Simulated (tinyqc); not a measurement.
Free and trapped electrons in a MOS channel with a dense trap tail: free and trapped charge against gate voltage.

p-type body, charge-sheet picture, full ionisation (an idealisation for deep acceptors), Boltzmann statistics for free electrons. e = Ec - EF at the surface. Acceptor-like traps of density D(E) = D0 + De exp(-E/Ew) at depth E below Ec, from 0 to Eu, hold n_t = integral of D(E)/(1 + exp((e - E)/Vt)). psi = Eg - Vt ln(Nv/Na) - e; N_dep = sqrt(2 eps0 eps_r Na (psi - Vt)/q); n_f = sqrt(N_dep^2 + 2 eps0 eps_r Vt Nc exp(-e/Vt)/q) - N_dep; Vg = Vfb + psi + q (N_dep + n_t + n_f)/Cox, Cox = eps0 eox/tox.

Free share n_f/(n_f + n_t); swing ln 10 n_f/(dn_f/dVg); field-effect mobility mf q (dn_f/dVg)/Cox, for a constant mf; oxide field q (N_dep + n_t + n_f)/(eps0 eox).

Values chosen for this exercise; band and dielectric values close to those of 4H silicon carbide: temperature T = 400 K; band gap Eg = 3.21 eV; relative permittivity eps_r = 9.88; conduction-band density of states at T Nc = 2.6e19 cm^-3; valence-band density of states at T Nv = 3.77e19 cm^-3; relative permittivity of the insulator eox = 3.9; insulator thickness tox = 68 nm; acceptor density Na = 1.9e17 cm^-3; flat-band voltage without trapped charge Vfb = -2.05 V; constant background density of acceptor-like traps D0 = 2.4e11 cm^-2 eV^-1; density of the tail at the conduction edge De = 5e12 cm^-2 eV^-1; decay energy of the tail Ew = 0.06 eV; depth below Ec down to which the traps reach Eu = 0.92 eV; mobility of free electrons mf = 130 cm^2/(V s).

Constants: q = 1.602176634e-19 C, kB = 1.380649e-23 J/K, Vt = kB T/q, eps0 = 8.8541878128e-14 F/cm where lengths are in cm. Results are converted to the units shown.

Result of one run:

| e (eV) | n_f (cm^-2) | n_t (cm^-2) | free share (%) | swing (mV/decade) | field-effect mobility (cm^2/(V s)) | oxide field (MV/cm) |
|---|---|---|---|---|---|---|
| -0.007844 | 1.807e12 | 4.561e11 | 79.85 | 1.379e4 | 123.8 | 2.208 |

Which gate voltage Vg gave this result: 8, 9.3, 10.6, 14.6 or 16 V?

Vg = 16 V.

The whole series:

| Vg (V) | e (eV) | n_f (cm^-2) | n_t (cm^-2) | free share (%) | swing (mV/decade) | field-effect mobility (cm^2/(V s)) | oxide field (MV/cm) |
|---|---|---|---|---|---|---|---|
| 8 | 0.4912 | 1.389e6 | 1.031e11 | 0.001348 | 255.9 | 0.005126 | 1.105 |
| 9.3 | 0.1477 | 2.761e10 | 2.272e11 | 10.84 | 608.9 | 42.82 | 1.246 |
| 10.6 | 0.06626 | 2.751e11 | 3.314e11 | 45.36 | 2645 | 98.25 | 1.425 |
| 12 | 0.03468 | 6.395e11 | 3.875e11 | 62.27 | 5356 | 112.8 | 1.626 |
| 13.3 | 0.01675 | 1.007e12 | 4.188e11 | 70.63 | 8025 | 118.5 | 1.815 |
| 14.6 | 0.003500 | 1.388e12 | 4.400e11 | 75.93 | 1.077e4 | 121.7 | 2.004 |
| 16 | -0.007844 | 1.807e12 | 4.561e11 | 79.85 | 1.379e4 | 123.8 | 2.208 |
| 17.3 | -0.01663 | 2.202e12 | 4.671e11 | 82.50 | 1.662e4 | 125.1 | 2.398 |
| 18.6 | -0.02424 | 2.600e12 | 4.755e11 | 84.54 | 1.949e4 | 126.0 | 2.588 |

n_f reaches 1e11 cm^-2 at Vg = 9.79 V, against 8.92 V without traps. The free share rises from 0.00135 to 84.5 % and the field-effect mobility rises from 0.00513 to 126 cm^2/(V s), although mf = 130 is constant: in the last row 96.9 % of Cox dVg goes into free electrons. The swing in the first row is 256 mV a decade (Vt ln 10 = 79.4). For Vg = 10.6, 12, 13.3, 14.6, 16, 17.3, 18.6 EF lies less than 2 Vt below the band edge, or above it, where degeneracy and confinement, left out, matter.

Program tinyqc, `OMP_NUM_THREADS=1 python tinyqc.py 2222007 2222008 out.jsonl`; Intel Xeon 2.30GHz, shared host, one thread, about 0.02 s.
